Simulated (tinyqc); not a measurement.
# From one set of inputs to another, one input at a time

Model: vibrations of a mass or spring defect in a linear chain. Computed by tinyqc, a small Python program. Command: `OMP_NUM_THREADS=1 python tinyqc.py 3008465 3008466 out.jsonl localmode ladder`. One thread of a shared host (Intel(R) Xeon(R) Processor @ 2.30GHz), about 0.02 s of CPU time with the checks.

A ring of N atoms with nearest-neighbour springs k and motion along the chain. Atom 1 is the defect, of mass M', and its two springs are k'. All other atoms have the mass M.

The inputs printed are set A. Inputs not listed in the table keep their values of set A, so the rows need not describe a real material.

Inputs (values chosen for the exercise, for a model chain): spring constant k = 2.6 eV/angstrom^2; host mass M = 118 u; defect mass M' = 25.6 u; spring ratio k'/k at the defect = 1; isotope mass step = 1 u.

Host: monatomic.

Constants: nu for 1 eV/(angstrom^2 u) = 15.6333042 THz.

Method:
- Host band: lambda from 0 to 4k/M.
- nu = 15.6333042 THz x sqrt(lambda), lambda in eV/(angstrom^2 u).
- D_ii = (sum of the two springs at i)/M_i, D_ij = -k_ij/sqrt(M_i M_j) for neighbours, closed into a ring.
- The same matrix for 120 atoms; amplitudes are the mass-weighted eigenvector, in size, relative to the defect, for the highest mode; its weight is the squared component of the normalised eigenvector on the defect.
- Raise M' by the isotope step in the 120-atom ring. First order, good only for a step much smaller than M': Delta nu/nu = -(1/2) (weight on the defect) Delta M'/M'; a defect vibrating against fixed neighbours would give sqrt(M'/(M' + step)) - 1.

Each row keeps all changes above it:
```
input moved                        from    to  weight of the highest mode on the defect  ratio to the top of the host band  shift, exact (%)
set A                                 -     -                                    0.8783                              1.608             -1.66
defect mass M' (u)                 25.6  3.08                                    0.9868                              4.406            -12.93
spring constant k (eV/angstrom^2)   2.6  3.14                                    0.9868                              4.406            -12.93
host mass M (u)                     118  13.3                                    0.8690                              1.563            -11.21
```

Where does the difference come from?

Weight of the highest mode on the defect goes from 0.878 to 0.869, a factor 0.9894 in all. The largest single move comes from host mass M (a factor 0.881), and defect mass M' works against it (a factor 1.12). Ratio to the top of the host band goes from 1.61 to 1.56, a factor 0.9719 in all. The largest single move comes from host mass M (a factor 0.355), and defect mass M' works against it (a factor 2.74). shift, exact goes from -1.66 to -11.2, -9.54 in all. The largest single move comes from defect mass M' (-11.3), and host mass M works against it (+1.72). The single moves hold for this order of the switches; the total does not depend on the order.

Extremes, crossings and ranges named in words are read from the listed rows.
